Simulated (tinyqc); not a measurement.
Inside a calculation. Model: chemical-mechanical planarisation: Preston law, pattern density and step-height reduction. Computed by tinyqc, a small Python program that keeps every step. Command: `OMP_NUM_THREADS=1 python tinyqc.py 3013178 3013179 out.jsonl cmp walk`. One thread of a shared host (Intel(R) Xeon(R) Processor @ 2.30GHz), about 0.02 s of CPU time with the checks. Intermediate numbers are printed to about 6 digits and carried at full precision; extremes and crossings named in words are read from the listed rows.

A row of 10 cells, repeated periodically, holds raised features that cover a share rho of each cell.

Inputs (values chosen for the exercise, close to those used for oxide polishing):
```
quantity                          value  unit
Preston coefficient K           4.2e-14  1/Pa
pressure P                           25   kPa
platen and carrier speed             80   rpm
distance between the centres         16    cm
initial step height h0              350    nm
contact height h_c                   93    nm
film above the raised areas z0      810    nm
cell size                             2    mm
planarisation length                2.5    mm
polish time t                       110     s
```

local pattern densities, cell by cell: 0.3  0.8  0.2  0.7  0.3  0.1  0.25  0.2  0.6  0.1

## Blanket rate

With equal rotation speeds the relative speed is uniform, v = omega r_c; Preston rate R0 = K P v.

relative speed v = 1.34041 m/s

blanket rate R0 = 1.40743 nm/s

## Effective density

The stiff pad averages the density: rho_eff(i) = sum_j w_ij rho_j / sum_j w_ij, w = exp(-2 d^2/L^2), L the planarisation length and d the distance between cell centres, summed over all periodic images of cell j.

normalised weights (images included) for cells 0, 1, 2, ... apart: 0.637736  0.177314  0.003811  0.000006  0.000000  0.000000

effective densities: 0.353958  0.601901  0.395807  0.538506  0.334894  0.164732  0.216063  0.279031  0.437938  0.227171

Local densities span 0.1 to 0.8, effective ones 0.165 to 0.602.

## State at time t

While h > h_c only raised areas polish, at R0/rho_eff, until t_c = rho_eff (h0 - h_c)/R0. After that h = h_c exp(-(t - t_c)/tau), tau = rho_eff h_c/R0; low areas polish at R0 (1 - h/h_c) and raised areas at R0 [1 + (1 - rho_eff) h/(rho_eff h_c)]. Removed from raised areas after t_c: h0 - h_c + R0 (t - t_c) + (1 - rho_eff)(h_c - h); from low areas: R0 (t - t_c) - rho_eff (h_c - h). Film left = z0 less the removal from raised areas.

Cells:
```
cell   rho_eff  t_c (s)  step h (nm)  removed, raised (nm)  removed, low (nm)  film left on raised areas (nm)
1     0.353958   64.633      13.3689               372.295            35.6642                         437.705
2     0.601901  109.908      92.7856               257.215             0.0001                         552.785
3     0.395807   72.275      21.9811               353.004            24.9856                         456.996
4     0.538506   98.332      67.0004               285.420             2.4207                         524.580
5     0.334894   61.152      10.2286               380.802            41.0304                         429.198
6     0.164732   30.080       0.0602               447.111            97.1715                         362.889
7     0.216063   39.454       0.6645               428.675            79.3391                         381.325
8     0.279031   50.952       3.7811               404.431            58.2120                         405.569
9     0.437938   79.968      32.9438               333.023            15.9668                         476.977
10    0.227171   41.482       0.9685               424.559            75.5280                         385.441
```

range of film left across the row = 189.897 nm

largest remaining step = 92.7856 nm

thinnest film left = 362.889 nm

10 of 10 cells have reached contact. The cell with the lowest rho_eff has lost the most film from its raised areas.

## Local against global planarity over time

Times are multiples of h0/R0; the range is the largest minus the smallest removal from raised areas.

Steps and range (nm):
```
multiple    t (s)  largest step  smallest step  range across the row  mean removal from raised areas
0.10       24.868       291.851        137.533               154.318                         114.884
0.20       49.736       233.702         15.285               233.279                         219.813
0.30       74.604       175.553          1.556               221.597                         294.578
0.45      111.906        88.444          0.051               188.177                         372.048
0.60      149.208        34.622          0.002               166.791                         432.251
0.80      198.944         9.914          0.000               156.956                         504.937
1.00      248.680         2.839          0.000               154.139                         575.549
1.30      323.283         0.435          0.000               153.182                         680.723
1.70      422.755         0.036          0.000               153.023                         820.748
```

Local steps shrink to 0.036 nm or less, but the range across the row reaches up to 233.3 nm among these rows and ends at 153.0 nm, against the limit (largest - smallest rho_eff) h0 = 153.0 nm: once flat, all cells polish alike and the difference stays. Evener density (dummy fill), a longer planarisation length or a smaller initial step reduces it. Caution: in the last rows the removal passes z0 somewhere, so they describe a thicker film than the one given.

Checks made by the program: volume removed per cell equals R0 t (relative difference below 1e-10).
